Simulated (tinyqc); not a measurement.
Trench capacitor in an array: capacitance, non-linearity, leakage and relaxation: one step of the calculation.

A film between two metal electrodes, each interface adding a series capacitance ci. The small-signal permittivity is ek (1 + aq E^2); the field is found with the linear permittivity. Leakage J = J0 sinh(E/Ef). After a voltage step the film passes a relaxation current kr C V tt^(-nr), tt being the time in seconds. The sidewall is a coaxial capacitor with radii a = dm/2 - t and b = dm/2, depth AR dm; the end face is left out.

Question. Planar capacitance, field and non-linearity. Planar film: Cf = eps0 ek/t, 1/C = 1/Cf + 2/ci, EOT = 3.9 eps0/C, effective permittivity C t/eps0, E = (V/t) C/Cf; quadratic coefficient [C(V)/C - 1]/V^2 with Cf (1 + aq E^2) in C(V).

Values chosen for this exercise; permittivity of the order of that of titanium dioxide:
```
symbol,value,unit,meaning
ek,75.8,,relative permittivity of the film
t,6.5,nm,film thickness
ci,60,uF/cm^2,capacitance of each electrode interface (dead layer and screening)
aq,0.033,cm^2/MV^2,quadratic field coefficient of the permittivity
V,0.6,V,bias
J0,2.1e-11,A/cm^2,leakage prefactor
Ef,0.25,MV/cm,field for an e-fold rise of the leakage
```

Constants: eps0 = 8.8541878128e-14 F/cm where lengths are in cm. Results are converted to the units shown.

Find: Cf; C; EOT; effective permittivity; E; quadratic coefficient; J.

Answer.

Cf = 10.33 uF/cm^2
C = 7.682 uF/cm^2
EOT = 0.4495 nm
effective permittivity = 56.39
E = 0.6867 MV/cm
quadratic coefficient = 3.203e4 ppm/V^2
J = 1.631e-10 A/cm^2

The interfaces take 25.6 % of the voltage.

tinyqc, about 0.01 s, one thread, Intel Xeon 2.30GHz (shared host): `OMP_NUM_THREADS=1 python tinyqc.py 2102014 2102015 out.jsonl`
